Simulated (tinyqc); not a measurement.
## Programming of a floating-gate cell by Fowler-Nordheim tunnelling: programming by a staircase of pulses

Per tunnel area the floating gate has Ctun = 3.9 eps0/tox to the channel (0 V) and Ccg to the control gate, Ct = Ctun/(1 - ag), no other coupling. With the threshold shift U = -Q/Ccg the field is F = ag (Vg - U)/tox, and dU/dt = J/Ccg. Fowler-Nordheim: J = A F^2 exp(-B/F), A = q^2/(16 pi^2 hbar mo phi) (times 1e14 for A/cm^2 with F in V/nm, emitter mass m0), B = (4/3) sqrt(mo/C) phi^1.5, C = hbar^2/(2 m0).

Pulse i = 1, 2, ... has the height 8.9 V + (i - 1) 0.4 V and lasts 12 us; each starts from the U that the last one left. Exact: exp(B/F(t)) = exp(B/F(0)) + K t, K = A B ag/(Ccg tox), and U = Vg - tox F/ag.

Parameters, values chosen for the exercise; oxide values close to those of silicon dioxide: tunnel barrier phi = 3.12 eV; tunnelling mass mo = 0.41 m0; tunnel oxide thickness tox = 6.2 nm; coupling ratio Ccg/Ct ag = 0.59; threshold shift at the start Vt0 = -1.2 V.

Constants: q = 1.602176634e-19 C, hbar = 1.054571817e-34 J s, m0 = 9.1093837015e-31 kg, eps0 = 8.8541878128e-14 F/cm where lengths are in cm, hbar^2/(2 m0) = 0.0380998212 eV nm^2. Results are converted to the units shown.

Result of one run:
```
last pulse (V),U (V),gain of the last pulse (V),F at its end (V/nm)
10.900,-0.18636,0.34101,1.0550
```

Which number of pulses N gave this result: 1, 3, 6 or 14?

N = 6.

The whole series:
```
N,last pulse (V),U (V),gain of the last pulse (V),F at its end (V/nm)
1,8.9000,-1.1792,0.020786,0.95915
2,9.3000,-1.1259,0.053306,0.99214
3,9.7000,-1.0110,0.11489,1.0193
4,10.100,-0.81062,0.20040,1.0383
6,10.900,-0.18636,0.34101,1.0550
8,11.700,0.57445,0.38802,1.0587
11,12.900,1.7662,0.39907,1.0595
14,14.100,2.9655,0.39993,1.0596
18,15.700,4.5655,0.40000,1.0596
```

The gain of a pulse rises from 0.0208 to 0.400 V and settles at the step of 0.4 V: the field at the end of a pulse becomes steady, 1.06 V/nm, so U follows the gate one to one whatever it started from. It is within 5 % of the step from pulse 8 on among the rows. For N = 3, 4, 6, 8, 11, 14, 18 the field stays above 10 MV/cm, which wears the oxide.

Range of the model: Programming fields of 10 MV/cm and more wear the oxide; trapping and the channel potential are ignored.

Program tinyqc, `OMP_NUM_THREADS=1 python tinyqc.py 2130001 2130002 out.jsonl`; Intel Xeon 2.30GHz, shared host, one thread, about 0.01 s.
